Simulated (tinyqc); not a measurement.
Worked calculation: empirical pseudopotential in a few plane waves. One step of it, computed by the program tinyqc.

Task: Bloch Hamiltonian at k. Basis: the 15 shortest G (labels in 2 pi/a), the same at every k. H(G,G') = c |k + G|^2 delta + VS(|G-G'|^2) cos((G-G').tau) + i VA sin((G-G').tau), tau = a/8 (1,1,1); 1 Ry = 13.605693 eV.

Parameters chosen for this model: fcc lattice, atoms at +/- a/8 (1,1,1); form factors in rydberg at |G|^2 in units of (2 pi/a)^2:
```
parameter,value,unit
a,5.290000,angstrom
VS(3),-0.253000,Ry
VS(8),0.018000,Ry
VS(11),0.078000,Ry
VA(3),0,Ry
VA(4),0,Ry
VA(11),0,Ry
hbar^2/2m (2 pi/a)^2,5.374911,eV
```

k point k (2 pi / a): -0.060000  -0.470000  -0.240000

Give: H(k) at k.

Result:

H(k) at k (eV), lower triangle:
```
,+0+0+0,-1-1-1,-1-1+1,-1+1-1,-1+1+1,+1-1-1,+1-1+1,+1+1-1,+1+1+1,-2+0+0,+0-2+0,+0+0-2,+0+0+2,+0+2+0,+2+0+0
+0+0+0,1.5163
-1-1-1,2.4340,25.9184
-1-1+1,-2.4340,0.0000,20.7584
-1+1-1,-2.4340,0.0000,0.2449,15.8135
-1+1+1,-2.4340,-0.2449,0.0000,0.0000,10.6536
+1-1-1,-2.4340,0.0000,0.2449,0.2449,0.0000,24.6284
+1-1+1,-2.4340,-0.2449,0.0000,0.0000,0.2449,0.0000,19.4685
+1+1-1,-2.4340,-0.2449,0.0000,0.0000,0.2449,0.0000,0.2449,14.5235
+1+1+1,2.4340,0.0000,-0.2449,-0.2449,0.0000,-0.2449,0.0000,0.0000,9.3636
-2+0+0,0.0000,-2.4340,-2.4340,-2.4340,2.4340,0.7504,-0.7504,-0.7504,-0.7504,24.3059
+0-2+0,0.0000,-2.4340,-2.4340,0.7504,-0.7504,-2.4340,2.4340,-0.7504,-0.7504,0.2449,33.1207
+0+0-2,0.0000,-2.4340,0.7504,-2.4340,-0.7504,-2.4340,-0.7504,2.4340,-0.7504,0.2449,0.2449,28.1758
+0+0+2,0.0000,-0.7504,2.4340,-0.7504,-2.4340,-0.7504,-2.4340,0.7504,-2.4340,-0.2449,-0.2449,0.0000,17.8560
+0+2+0,0.0000,-0.7504,-0.7504,2.4340,-2.4340,-0.7504,0.7504,-2.4340,-2.4340,-0.2449,0.0000,-0.2449,0.2449,12.9111
+2+0+0,0.0000,-0.7504,-0.7504,-0.7504,0.7504,2.4340,-2.4340,-2.4340,-2.4340,0.0000,-0.2449,-0.2449,0.2449,0.2449,21.7259
```
